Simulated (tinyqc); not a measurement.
Inside a calculation. Method: RHF in the sto-3g basis, for BeH2, spin multiplicity 1. One step of it, computed by the program tinyqc.

Task: Iteration 1: building the Fock matrix. J_ij = sum D_kl (ij|kl), K_ij = sum D_kl (ik|jl); F = H + J - 0.5 K; E = tr D H + tr D J / 2 - 0.25 tr D K + E_nn.

D at the start, lower triangle:
```
            1Be 1s     1Be 2s   1Be 2px    1Be 2py   1Be 2pz     2H 1s     3H 1s
1Be 1s    2.041657
1Be 2s   -0.174506   0.825867
1Be 2px   0.000000   0.000000  0.000000
1Be 2py   0.000478  -0.001984  0.000000   0.864073
1Be 2pz  -0.017438   0.049862  0.000000  -0.000273  0.003034
2H 1s    -0.199506   0.480071  0.000000   0.420457  0.029247  0.489581
3H 1s    -0.199308   0.480495  0.000000  -0.420844  0.029421  0.079310  0.488170
```

core Hamiltonian H = T + V (hartree), lower triangle:
```
            1Be 1s     1Be 2s    1Be 2px    1Be 2py    1Be 2pz      2H 1s      3H 1s
1Be 1s   -8.517714
1Be 2s   -2.101099  -2.734258
1Be 2px   0.000000   0.000000  -2.209206
1Be 2py  -0.000076  -0.000520   0.000000  -2.379597
1Be 2pz  -0.001284  -0.012197   0.000000   0.000012  -2.209678
2H 1s    -0.305758  -0.902584   0.000000  -1.017867  -0.054251  -1.929613
3H 1s    -0.302391  -0.896860   0.000000   1.012773  -0.054439  -0.039011  -1.925655
```

Two-electron integrals (ij|kl) in chemists' order, unique and non-zero (hartree):
```
(11|11) 2.298831    (21|11) 0.392036    (21|21) 0.079539    (22|11) 0.570988
(22|21) 0.143041    (22|22) 0.417683    (31|31) 0.014607    (32|31) 0.021888
(32|32) 0.092265    (33|11) 0.569578    (33|21) 0.143083    (33|22) 0.417589
(33|33) 0.449859    (41|41) 0.014607    (42|41) 0.021888    (42|42) 0.092265
(43|43) 0.024249    (44|11) 0.569578    (44|21) 0.143083    (44|22) 0.417589
(44|33) 0.401360    (44|44) 0.449859    (51|51) 0.014607    (52|51) 0.021888
(52|52) 0.092265    (53|53) 0.024249    (54|54) 0.024249    (55|11) 0.569578
(55|21) 0.143083    (55|22) 0.417589    (55|33) 0.401360    (55|44) 0.401360
(55|55) 0.449859    (61|11) 0.055521    (61|21) 0.011258    (61|22) 0.020426
(61|33) 0.020289    (61|41) 0.000989    (61|42) 0.001874    (61|44) 0.020709
(61|51) 0.000052    (61|52) 0.000098    (61|54) 0.000022    (61|55) 0.020291
(61|61) 0.001670    (62|11) 0.154505    (62|21) 0.039379    (62|22) 0.127976
(62|33) 0.122894    (62|41) 0.005100    (62|42) 0.033157    (62|44) 0.137979
(62|51) 0.000267    (62|52) 0.001738    (62|54) 0.000791    (62|55) 0.122935
(62|61) 0.006166    (62|62) 0.062102    (63|31) 0.003341    (63|32) 0.016280
(63|43) 0.005517    (63|53) 0.000289    (63|63) 0.005179    (64|11) 0.173299
(64|21) 0.044655    (64|22) 0.151870    (64|33) 0.142934    (64|41) 0.008166
(64|42) 0.051161    (64|44) 0.169545    (64|51) 0.000253    (64|52) 0.001828
(64|54) 0.001105    (64|55) 0.142976    (64|61) 0.007253    (64|62) 0.083204
(64|64) 0.114255    (65|11) 0.009082    (65|21) 0.002340    (65|22) 0.007959
(65|33) 0.007490    (65|41) 0.000253    (65|42) 0.001828    (65|44) 0.008307
(65|51) 0.003354    (65|52) 0.016375    (65|54) 0.005560    (65|55) 0.008071
(65|61) 0.000380    (65|62) 0.004360    (65|64) 0.005716    (65|65) 0.005478
(66|11) 0.324877    (66|21) 0.084180    (66|22) 0.307812    (66|33) 0.286134
(66|41) 0.011844    (66|42) 0.102296    (66|44) 0.350684    (66|51) 0.000621
(66|52) 0.005361    (66|54) 0.003383    (66|55) 0.286311    (66|61) 0.013403
(66|62) 0.195670    (66|64) 0.276547    (66|65) 0.014492    (66|66) 0.774606
(71|11) 0.054910    (71|21) 0.011134    (71|22) 0.020201    (71|33) 0.020066
(71|41) -0.000978   (71|42) -0.001854   (71|44) 0.020481    (71|51) 0.000052
(71|52) 0.000098    (71|54) -0.000022   (71|55) 0.020067    (71|61) 0.001510
(71|62) 0.005152    (71|64) 0.005670    (71|65) 0.000322    (71|66) 0.010954
(71|71) 0.001633    (72|11) 0.153414    (72|21) 0.039103    (72|22) 0.127159
(72|33) 0.122104    (72|41) -0.005062   (72|42) -0.032967   (72|44) 0.137108
(72|51) 0.000268    (72|52) 0.001743    (72|54) -0.000793   (72|55) 0.122145
(72|61) 0.005173    (72|62) 0.029837    (72|64) 0.032927    (72|65) 0.002080
(72|66) 0.068725    (72|71) 0.006056    (72|72) 0.061430    (73|31) 0.003310
(73|32) 0.016146    (73|43) -0.005479   (73|53) 0.000290    (73|63) 0.001858
(73|73) 0.005108    (74|11) -0.172295   (74|21) -0.044398   (74|22) -0.151074
(74|33) -0.142188   (74|41) 0.008102    (74|42) 0.050855    (74|44) -0.168648
(74|51) -0.000253   (74|52) -0.001835   (74|54) 0.001109    (74|55) -0.142231
(74|61) -0.005701   (74|62) -0.032980   (74|64) -0.035679   (74|65) -0.002267
(74|66) -0.076053   (74|71) -0.007131   (74|72) -0.082378   (74|74) 0.113202
(75|11) 0.009107    (75|21) 0.002347    (75|22) 0.007985    (75|33) 0.007516
(75|41) -0.000253   (75|42) -0.001835   (75|44) 0.008335    (75|51) 0.003323
(75|52) 0.016243    (75|54) -0.005522   (75|55) 0.008097    (75|61) 0.000326
(75|62) 0.002097    (75|64) 0.002283    (75|65) 0.002001    (75|66) 0.004908
(75|71) 0.000377    (75|72) 0.004354    (75|74) -0.005714   (75|75) 0.005410
(76|11) 0.006553    (76|21) 0.001623    (76|22) 0.004612    (76|33) 0.004554
(76|41) -4.11e-07   (76|42) -2.69e-06   (76|44) 0.004722    (76|51) 0.000024
(76|52) 0.000120    (76|54) -1.30e-07   (76|55) 0.004558    (76|61) 0.000232
(76|62) 0.001447    (76|64) 0.001737    (76|65) 0.000112    (76|66) 0.003555
(76|71) 0.000230    (76|72) 0.001440    (76|74) -0.001731   (76|75) 0.000112
(76|76) 0.000052    (77|11) 0.323891    (77|21) 0.083927    (77|22) 0.307084
(77|33) 0.285484    (77|41) -0.011777   (77|42) -0.101953   (77|44) 0.349795
(77|51) 0.000623    (77|52) 0.005389    (77|54) -0.003399   (77|55) 0.285664
(77|61) 0.011045    (77|62) 0.069032    (77|64) 0.076279    (77|65) 0.004891
(77|66) 0.162871    (77|71) 0.013212    (77|72) 0.194512    (77|74) -0.275110
(77|75) 0.014542    (77|76) 0.003555    (77|77) 0.774606
```

nuclear repulsion = 2.76526010 hartree

Give: Coulomb J; exchange K; Fock matrix F; total energy of this density.

Result:

Coulomb J (hartree), lower triangle:
```
         1Be 1s  1Be 2s  1Be 2px  1Be 2py  1Be 2pz   2H 1s   3H 1s
1Be 1s   6.3838
1Be 2s   1.2389  2.6089
1Be 2px  0.0000  0.0000   2.5460
1Be 2py  0.0001  0.0003   0.0000   2.7243
1Be 2pz  0.0036  0.0220   0.0000   0.0000   2.5466
2H 1s    0.1768  0.8386   0.0000   1.0164   0.0556  2.1933
3H 1s    0.1748  0.8332   0.0000  -1.0108   0.0557  0.0297  2.1884
```

exchange K (hartree), lower triangle:
```
          1Be 1s  1Be 2s  1Be 2px  1Be 2py  1Be 2pz   2H 1s   3H 1s
1Be 1s    4.6159
1Be 2s    0.8280  0.8722
1Be 2px   0.0000  0.0000   0.1625
1Be 2py   0.0000  0.0003   0.0000   0.9689
1Be 2pz  -0.0012  0.0458   0.0000  -0.0001   0.1653
2H 1s     0.1171  0.5039   0.0000   0.5824   0.0335  0.9470
3H 1s     0.1158  0.5018   0.0000  -0.5800   0.0337  0.0124  0.9432
```

Fock matrix F (hartree), lower triangle:
```
          1Be 1s   1Be 2s  1Be 2px  1Be 2py  1Be 2pz    2H 1s    3H 1s
1Be 1s   -4.4419
1Be 2s   -1.2762  -0.5614
1Be 2px   0.0000   0.0000   0.2555
1Be 2py   0.0000  -0.0004   0.0000  -0.1398
1Be 2pz   0.0029  -0.0131   0.0000   0.0001   0.2542
2H 1s    -0.1875  -0.3159   0.0000  -0.2926  -0.0155  -0.2098
3H 1s    -0.1854  -0.3146   0.0000   0.2919  -0.0156  -0.0155  -0.2088
```

total energy of this density = -15.453144 hartree
